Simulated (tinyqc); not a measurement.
Sweep of a biaxial (110) strain: strain-driven crossing of the Gamma and L valleys in a germanium-like crystal alloyed with tin.

Biaxial loads: e0 is the in-plane strain e_par and the normal is free. (001): e_perp = -2 (C12/C11) e_par; exx = eyy = e_par, ezz = e_perp, no shear. (111): e_perp = -(2 C11 + 4 C12 - 4 C44)/(C11 + 2 C12 + 4 C44) e_par; exx = eyy = ezz = (2 e_par + e_perp)/3 and exy = eyz = ezx = (e_perp - e_par)/3. (110): e_perp = -(C11 + 3 C12 - 2 C44)/(C11 + C12 + 2 C44) e_par; exx = eyy = (e_par + e_perp)/2, ezz = e_par, exy = (e_perp - e_par)/2, eyz = ezx = 0. Uniaxial loads: a stress along n, scaled so that n.e.n = e0, with exx = s11 sxx + s12 (syy + szz), exy = s44 sxy/2, s11 = (C11 + C12)/((C11 - C12)(C11 + 2 C12)), s12 = -C12/((C11 - C12)(C11 + 2 C12)), s44 = 1/C44.

Edges from the unstrained valence top: Gamma at Eg + ac tr(e); an L valley with unit axis u at EgL + aL tr(e) + XuL (u.e.u - tr(e)/3), u along [111], [1-1-1], [-11-1], [-1-11]; valence edges are the levels of the 6 x 6 matrix of X, Y, Z times spin with -Dso/3 + l exx + m (eyy + ezz) on the diagonal (cyclic), n exy off it, l = av + 2 b, m = av - b, n = sqrt(3) d. Spin-orbit term (Dso/3) L.sigma on X, Y, Z with (L_k)_ij = -i epsilon_kij: <X+|H|Y+> = -i Dso/3, <X+|H|Z-> = Dso/3, <Y+|H|Z-> = -i Dso/3, <Z+|H|X-> = -Dso/3, <Z+|H|Y-> = i Dso/3, <X-|H|Y-> = i Dso/3, and their conjugates; + and - are the spin along z.

With tin the unstrained gaps become E(y) = (1 - y) E + y EgS - CS y (1 - y); all other values are kept.
Constants: kB = 8.617333262e-05 eV/K.

Values chosen for the exercise (near those of Ge, gaps at low temperature; not measured data):
```
symbol  value           unit  meaning
Eg      0.889           eV    gap at Gamma to the s-like level
EgL     0.733           eV    gap to L
Dso     0.285           eV    spin-orbit splitting
ac      -8.29           eV    conduction deformation potential
av      1.26            eV    valence hydrostatic potential
b       -2.54           eV    tetragonal shear potential
d       -5.4            eV    trigonal shear potential
aL      -1.39           eV    hydrostatic potential of the L edge, Xd + Xu/3
XuL     16.82           eV    uniaxial potential, L
y       0.06                  tin fraction
EgS     (-0.424, 0.08)  eV    Gamma and L gaps of the tin end
CS      (2.28, 0.76)    eV    bowing of the Gamma and L gaps
C11     129.2           GPa
C12     48.4            GPa
C44     66.8            GPa
load    biaxial (110)         kind of strain
mG      0.0433          m0    mass at Gamma
mL      0.535           m0    density-of-states mass of the four L valleys together
T       300             K     temperature
```

The valence splitting is the distance of the top two edges. Share in Gamma = mG^(3/2)/(mG^(3/2) + (mL^(3/2)/4) sum_i exp(-(E_Li - E_Gamma)/kT)).

Results:
```
e0 (%)  direct gap (eV)  indirect gap (eV)  Gamma - L (meV)  valence splitting (meV)  share in Gamma (%)
-0.72             0.757              0.591              166                       55             0.00736
-0.27             0.710              0.628               81                       22               0.166
0.17              0.649              0.622               26                       15                1.22
0.62              0.559              0.544               15                       58                2.47
1.06              0.467              0.463                4                      104                3.82
1.51              0.370              0.378               -8                      153                5.82
1.95              0.274              0.293              -19                      203                8.69
2.40              0.174              0.204              -30                      256                12.9
```

What can be read from this table?

Gamma drops below the lowest L valley between e0 = 1.06 and 1.51 %. This load splits the L valleys, and the lowest set changes where e0 changes sign, which bends the column Gamma - L. The direct gap goes from 0.757 to 0.174 eV; of that change -0.121 eV comes from the rise of the valence top through the shear terms and the rest from the volume. The share in Gamma goes from 0.00736 to 12.9 %.

(tinyqc, `OMP_NUM_THREADS=1 python tinyqc.py 1080577 1080578 out.jsonl`, Intel(R) Xeon(R) Processor @ 2.30GHz, 1 thread, shared host, about 0.01 s.)
